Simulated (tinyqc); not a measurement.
From s_xx back to alloy fraction x: stress in a transistor channel from embedded alloy regions, liners and fins, by half-space elasticity. Computed by tinyqc, a small Python program. Command: `OMP_NUM_THREADS=1 python tinyqc.py 3030932 3030933 out.jsonl stressor inv`. One thread of a shared host (Intel(R) Xeon(R) Processor @ 2.30GHz), about 0.1 s of CPU time with the checks.

Plane strain in an isotropic half-space, the same constants everywhere; x along the channel from its centre, y downwards from the free surface; stress is positive in tension.

Inputs (values chosen for the exercise, modelled on silicon):
```
quantity,value,unit
"lattice change per unit x, beta",0.0419,-
Young's modulus E,161,GPa
Poisson ratio nu,0.25,-
channel length L,98,nm
length of each stressor S,20,nm
recess depth d,60,nm
depth of the field point y,2.4,nm
```

Stressor: Si(1-x)Ge(x) source and drain.

Method. Misfit e = beta x. A fully constrained inclusion holds the stress -p with p = E e/(1 - 2 nu); a blanket film would hold -E e/(1 - nu) in the plane. A line element dA of misfit at (a, c) in the half-space gives, with C = E e/(2 pi (1 - nu)), X = x - a, r1^2 = X^2 + (y - c)^2, r2^2 = X^2 + Y^2, Y = y + c: s_xx = -C dA {[X^2 - (y - c)^2]/r1^4 + 3 [X^2 - Y^2]/r2^4 + 4 y Y (Y^2 - 3 X^2)/r2^6}, s_yy = C dA {[X^2 - (y - c)^2]/r1^4 - [X^2 - Y^2]/r2^4 + 4 y Y (Y^2 - 3 X^2)/r2^6}. These are integrated over two rectangles, L/2 < |a| < L/2 + S, 0 < c < d (closed form in a, 200 Gauss-Legendre points in c).

Problem. A run gave the result below. Find the alloy fraction x, known to lie between 0.26 and 0.85.

s_xx = -928.2097 MPa

Solution.

Each step takes the trial c = (a f_b - b f_a)/(f_b - f_a), f being the result less the target and a, b, c the logarithms of the listed values; c replaces end b, the old b replaces a if the sign of f changed, and otherwise f_a is halved.

Scan of the range:
```
alloy fraction x,s_xx (MPa)
0.260,-463.39
0.317,-564.98
0.386,-687.96
0.470,-837.67
0.573,-1021.24
0.698,-1244.03
0.850,-1514.94
```

False position (Illinois rule, in the logarithm of the input) inside the bracket:
```
step,end a,end b,trial,s_xx (MPa)
1,0.470000,0.573000,0.518252,-923.669
2,0.573000,0.518252,0.520680,-927.996
3,0.573000,0.520680,0.520908,-928.403
4,0.520680,0.520908,0.520800,-928.210
5,0.520908,0.520800,0.520800,-928.210
```

s_xx falls at every point of a 13-point scan of the range (every second point is shown), so one value fits; it is bracketed by 0.470 and 0.573. The scan shows a pure power law with exponent 1.0000, so scaling from any one row also gives the answer directly. Answer: alloy fraction x = 0.5208.

Caution: at such misfit the regions may relax by dislocations, and linear elasticity is rough.
